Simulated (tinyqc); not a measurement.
Random telegraph noise from one oxide trap in a small MOSFET: time constants and noise against gate voltage.

An acceptor-like trap exchanges electrons with the channel. Inversion charge Q = Cox u, u = n Vt W0(exp((Vg - VT)/(n Vt))), W0 the Lambert function, n = nf, Cox = eps0 eox/tox; linear regime Id = (W/L) mu Q Vd. Relative to threshold the surface potential rises by Vt ln(u/u0) and the oxide voltage by the rest of Vg - VT, with u0 = n Vt W0(1).

N = Cox u/q; dpsi = Vt ln(u/u0); E = E0 - dpsi - (xt/tox)(Vg - VT - dpsi); capture time tc = 1/[(N/zi) vth s0 exp(-xt/lt - EB/Vt)]; emission time te = tc exp(-E/Vt); occupancy te/(tc + te). A = W L; threshold step dV = q (1 - xt/tox)/(Cox A); gm/Id = 1/(u + n Vt); relative step dI/I = (gm/Id) dV + asc mu/A. fc = (1/tc + 1/te)/(2 pi); rms = (dI/I) sqrt(tc te)/(tc + te).

Inputs (values chosen for the exercise); values of the order met in silicon transistors:
```
symbol  value        unit                                                                 meaning
T         300           K                                                             temperature
eox       3.9              relative permittivity of the gate insulator (close to silicon dioxide)
tox       3.7          nm                                                     insulator thickness
xt        1.7          nm                            depth of the trap from the channel interface
E0       0.22          eV                   trap level above the channel Fermi level at threshold
s0      7e-15        cm^2                                                       capture prefactor
EB       0.41          eV                                    capture barrier (lattice relaxation)
lt       0.14          nm                                                 tunnelling decay length
vth       2e7        cm/s                                                        thermal velocity
zi          2          nm                                        thickness of the inversion layer
VT        0.3           V                                                       threshold voltage
nf        1.2                                                                         body factor
W          37          nm                                                              gate width
L          64          nm                                                             gate length
mu        110  cm^2/(V s)                                                                mobility
asc     2e-16         V s                              scattering coefficient of the charged trap
Vd       0.05           V                                                           drain voltage
```

Constants: q = 1.602176634e-19 C, kB = 1.380649e-23 J/K, Vt = kB T/q, eps0 = 8.8541878128e-14 F/cm where lengths are in cm. Results are converted to the units shown.

Results:
```
Vg (V)    E (eV)  tc (s)   te (s)  occupancy  dI/I (%)  fc (Hz)  rms dI/I (%)
0.45      0.1254   3.215  0.02516   0.007764     2.860    6.376        0.2511
0.51     0.09273   2.232  0.06180    0.02694     2.152    2.647        0.3485
0.63     0.03055   1.349   0.4137     0.2347     1.423   0.5027        0.6031
0.69    3.711e-4   1.119    1.103     0.4964     1.216   0.2866        0.6081
0.75    -0.02943  0.9535    2.976     0.7574     1.063   0.2204        0.4557
0.81    -0.05894  0.8296    8.110     0.9072    0.9456   0.2115        0.2744
0.87    -0.08823  0.7335    22.26     0.9681    0.8527   0.2241        0.1498
0.93     -0.1173  0.6568    61.47     0.9894    0.7776   0.2449       0.07953
```

Estimate the missing row, Vg = 0.57 V.

Computed row:
```
Vg (V)   E (eV)  tc (s)  te (s)  occupancy  dI/I (%)  fc (Hz)  rms dI/I (%)
0.57    0.06126   1.688  0.1579    0.08552     1.715    1.102        0.4796
```

With this row back in the table: tc falls from 3.22 to 0.657 s as the channel fills and te rises from 0.0252 to 61.5 s; they are equal at Vg = 0.691 V, where E = 0. The rms noise goes from 0.251 through a maximum of 0.608 (at Vg = 0.69 V among the rows listed) to 0.0795 %. The slope -Vt d ln(tc/te)/dVg is 0.544 between the first two rows and 0.485 between the last two; it tends to xt/tox = 0.459 only when the surface potential stops moving.

Range of the model: VT is taken as given; short-channel effects and the uneven flow of current among few electrons are left out.

Computed by the program tinyqc: `OMP_NUM_THREADS=1 python tinyqc.py 2710093 2710094 out.jsonl`, one thread of a shared Intel Xeon 2.30GHz, about 0.01 s for the whole run.
